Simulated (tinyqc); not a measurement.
Chemical vapour deposition: Grove model, boundary layer, depletion and step coverage. From rate at the centre over rate at the edge back to wafer spacing s. Computed by tinyqc, a small Python program. Command: `OMP_NUM_THREADS=1 python tinyqc.py 3004321 3004322 out.jsonl cvd inv`. One thread of a shared host (Intel(R) Xeon(R) Processor @ 2.30GHz), about 0.01 s of CPU time with the checks.

A precursor diffuses to the surface and reacts there at first order; each molecule that reacts adds one formula unit of film.

Inputs (values chosen for the exercise, close to those used for silicon dioxide from an alkoxysilane):
```
quantity                                       value                unit
prefactor k0 of k_s                          1.2e+08                cm/s
activation energy E                             1.94                  eV
temperature T                                    790                   C
total pressure p                                 1.1                torr
mole fraction of the precursor Y               0.094                   -
gas diffusivity D0 at 273.15 K and 760 torr      0.4              cm^2/s
film density N                               2.2e+22  formula units/cm^3
precursor mass M                                 208                   u
wafer radius R                                    15                  cm
```

Reactor: wafer stack, low pressure.

Constants: k_B = 1.380649e-23 J/K; u = 1.6605390666e-27 kg; k_B = 8.617333262e-05 eV/K.

Method:
- k_s = k0 exp(-E/(k_B T)); C_g = Y p/(k_B T), 1 torr = 133.322 Pa; D = D0 (T/273.15)^1.75 (760/p).
- Temperatures in kelvin are T(C) + 273.15.
- Mean speed c = sqrt(8 k_B T/(pi M)); reactive sticking probability beta = 4 k_s/c.
- Between two wafers the gas diffuses inward and reacts on both faces: (D/r) d/dr (r dC/dr) = 2 k_s C/s, so C(r)/C_g = I0(phi r/R)/I0(phi) with phi^2 = 2 k_s R^2/(s D); G(r) = k_s C(r)/N, 1 cm/s = 6e8 nm/min; the mean over the wafer is eta = 2 I1(phi)/(phi I0(phi)).

Problem. A run gave the result below. Find the wafer spacing s, known to lie between 0.43 and 0.89 cm.

rate at the centre over rate at the edge = 0.9955994

Solution.

Each step takes the trial c = (a f_b - b f_a)/(f_b - f_a), f being the result less the target and a, b, c the logarithms of the listed values; c replaces end b, the old b replaces a if the sign of f changed, and otherwise f_a is halved.

Scan of the range:
```
wafer spacing s (cm)  rate at the centre over rate at the edge
0.430                                                 0.993333
0.485                                                 0.994085
0.548                                                 0.994763
0.619                                                 0.995361
0.698                                                 0.995885
0.788                                                 0.996353
0.890                                                 0.996770
```

False position (Illinois rule, in the logarithm of the input) inside the bracket:
```
step     end a     end b     trial  rate at the centre over rate at the edge
1     0.619000  0.698000  0.653761                                  0.995607
2     0.619000  0.653761  0.651580                                  0.995592
3     0.653761  0.651580  0.652606                                  0.995599
4     0.651580  0.652606  0.652605                                  0.995599
```

Rate at the centre over rate at the edge rises at every point of a 13-point scan of the range (every second point is shown), so one value fits; it is bracketed by 0.619 and 0.698. Answer: wafer spacing s = 0.6526 cm.

Caution: the mean free path 3D/c is comparable with or larger than the wafer spacing, where wall collisions cap D near (2s) c/3 and the lag is larger than computed.
